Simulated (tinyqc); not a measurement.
# Inductance and parasitic capacitance from two readings

Question. A loss-free coil L in parallel with C shows the apparent inductance L/(1 - w^2 L C), w = 2 pi f. Find L, C and the self-resonance 1/(2 pi sqrt(L C)).

apparent inductance at 1.5 and 3 GHz (nH): 6.9651565  13.461275

Solution. The inverse of the reading is 1/L - w^2 C, a straight line in w^2.

L = 6.00 nH
C = 260 fF
self-resonance = 4.03 GHz

Numbers from tinyqc (`OMP_NUM_THREADS=1 python tinyqc.py 2302110 2302111 out.jsonl`; about 0.01 s on one thread of a shared Intel Xeon 2.30GHz).
